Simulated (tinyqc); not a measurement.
# Thin-film transistor with exponential tail and deep states, accumulation layer: effects of single changes

An undoped film in accumulation, thicker than the space-charge layer. With band bending psi the Fermi level lies E0 - psi below the band edge. Free electrons n = n0 exp(psi/Vt) carry the current; electrons in two exponential distributions of traps, a = a0 exp(psi/Va) and d = d0 exp(psi/Vp), do not. Linear regime, ohmic contacts, traps in equilibrium.

Parameters, values chosen for the exercise; values close to those of amorphous silicon: temperature T = 250 K; relative permittivity of the semiconductor eps_r = 11.8; density of extended states Nc = 5.8e19 cm^-3; band mobility mb = 8 cm^2/(V s); total density of tail states Nt = 9.9e19 cm^-3; characteristic temperature of the tail Tt = 310 K; total density of deep states Nd = 5e17 cm^-3; characteristic temperature of the deep states Td = 990 K; bulk Fermi level below the band edge E0 = 0.51 eV; gate capacitance Ci = 35 nF/cm^2; ratio W/L WL = 5; drain voltage Vd = 0.2 V; gate voltage above flat band Vg = 7.6 V.

Constants: q = 1.602176634e-19 C, kB = 1.380649e-23 J/K, Vt = kB T/q, eps0 = 8.8541878128e-14 F/cm where lengths are in cm. Results are converted to the units shown.

Each table varies one quantity; the others keep the values above.

## Transfer curve

Va = kB Tt/q, Vp = kB Td/q; n0 = Nc exp(-E0/Vt), a0 = Nt th(T/Tt) exp(-E0/Va), d0 = Nd th(T/Td) exp(-E0/Vp), th(x) = pi x/sin(pi x). G(psi) = sum over the three kinds of c0 [V (exp(psi/V) - 1) - psi], field F = sqrt(2 q G/(eps0 eps_r)); Vg = psi + eps0 eps_r F/Ci at the surface. Total charge Q = Ci (Vg - psi_s); free charge Qf = q times the integral of n0 (exp(psi/Vt) - 1)/F over psi from 0 to psi_s; I = (W/L) mb Qf Vd; effective mobility mb Qf/Q. The last column is d ln I/d ln Vg.

Transfer curve:
```
Vg (V),E0 - psi_s (eV),Q (nC/cm^2),free share (%),effective mobility (cm^2/(V s)),I (nA),exponent
0.3,0.4065,6.876,0.003886,3.109e-4,0.002138,2.964
0.5,0.3536,12.03,0.01390,0.001112,0.01338,4.213
0.81,0.2937,20.78,0.07246,0.005796,0.1205,4.645
1.3,0.2395,36.03,0.3075,0.02460,0.8865,3.658
2.1,0.1969,62.54,0.7887,0.06310,3.946,2.654
3.5,0.1604,110.3,1.475,0.1180,13.01,2.085
5.7,0.1298,186.2,2.241,0.1793,33.39,1.808
9.3,0.1013,311.2,3.119,0.2495,77.65,1.655
15,0.07462,509.8,4.108,0.3286,167.5,1.568
```

The current rises from 0.00214 to 168 nA and the free share rises from 0.00389 to 4.11 %; the exponent goes from 2.96 through a maximum of 4.65 (at Vg = 0.81 V among the rows listed) to 1.57. If one kind of trap held all the charge, I would go as Q^(2 Tx/T - 1): 6.92 for the deep states, 1.48 for the tail and 1 for free electrons alone. For Vg = 2.1 to 15 V the th form, which assumes a Fermi level far below the edge, overcounts the filled tail at the surface by more than 15 %.

## Effect of the characteristic temperature of the tail

Same model as above.

Result of one run:
```
Tt (K),E0 - psi_s (eV),Q (nC/cm^2),free share (%),effective mobility (cm^2/(V s)),I (nA)
310,0.1129,252.1,2.743,0.2194,55.31
```

What becomes of these results when the characteristic temperature of the tail Tt is changed from 310 to 590 K, all else the same?

Result of the changed run:
```
Tt (K),E0 - psi_s (eV),Q (nC/cm^2),free share (%),effective mobility (cm^2/(V s)),I (nA)
590,0.1825,254.5,0.08605,0.006884,1.752
```

The whole series:
```
Tt (K),E0 - psi_s (eV),Q (nC/cm^2),free share (%),effective mobility (cm^2/(V s)),I (nA)
310,0.1129,252.1,2.743,0.2194,55.31
350,0.1176,252.3,2.095,0.1676,42.29
390,0.1256,252.5,1.386,0.1109,28.00
430,0.1353,252.9,0.8513,0.06810,17.22
470,0.1461,253.3,0.4989,0.03991,10.11
510,0.1578,253.7,0.2832,0.02265,5.746
550,0.1699,254.1,0.1572,0.01258,3.196
590,0.1825,254.5,0.08605,0.006884,1.752
```

As Tt goes from 310 to 590 K, the free share falls from 2.74 to 0.0861 %, the distance of the Fermi level from the edge rises from 0.113 to 0.182 eV and the current falls from 55.3 to 1.75 nA. Q varies by only 0.96 %: the gate sets the charge, the traps decide how much of it moves. For Tt = 310 to 350 K the th form, which assumes a Fermi level far below the edge, overcounts the filled tail at the surface by more than 15 %.

Program tinyqc, `OMP_NUM_THREADS=1 python tinyqc.py 2610014 2610015 out.jsonl`; Intel Xeon 2.30GHz, shared host, one thread, about 0.02 s.
